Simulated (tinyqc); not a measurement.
Decay of LO phonons and the hot-phonon bottleneck in the cooling of electrons: one step, computed by the program tinyqc. Command: `OMP_NUM_THREADS=1 python tinyqc.py 3009334 3009335 out.jsonl hotphonon walk`. One thread of a shared host (Intel(R) Xeon(R) Processor @ 2.30GHz), about 0.01 s of CPU time with the checks.

n(E, T) = 1/(exp(E/(k_B T)) - 1) is the Bose occupation. Electrons have a temperature T_e; the LO modes within their reach share one occupation N; the decay products stay at the lattice temperature.

Problem. Spontaneous emission time. Froehlich coupling alpha = (e^2/(4 pi eps_0)) (1/eps_inf - 1/eps_s) k_0/(2 hbar omega), k_0 = sqrt(m* hbar omega/(hbar^2/(2 m_0))); emission time tau_sp = hbar/(2 alpha hbar omega); bottleneck ratio r = (n/N_m) tau/tau_sp.

Inputs (values chosen for the exercise, modelled on indium arsenide): LO energy hbar omega = 30.8 meV; lattice temperature T = 400 K; electron mass m* = 0.0255 m_0; eps_inf = 12; static dielectric constant eps_s = 14.7; electron density n = 1.1e+17 1/cm^3; density of LO modes that the electrons reach, N_m = 7.5e+18 1/cm^3.

Decay channel: two equal phonons (Klemens).

phonon lifetime tau = 2.197439 ps

Constants: e^2/(4 pi eps_0) = 14.39964548 eV angstrom; hbar^2/(2 m_0) = 3.80998212 eV angstrom^2; hbar = 6.582119569e-16 eV s.

Give: alpha; emission time tau_sp; bottleneck ratio r.

Solution.

alpha = 0.05137

emission time tau_sp = 208.0 fs

bottleneck ratio r = 0.1549

r compares the rate at which electrons exchange quanta with a mode to its decay rate. Decay is much faster: hardly any bottleneck.
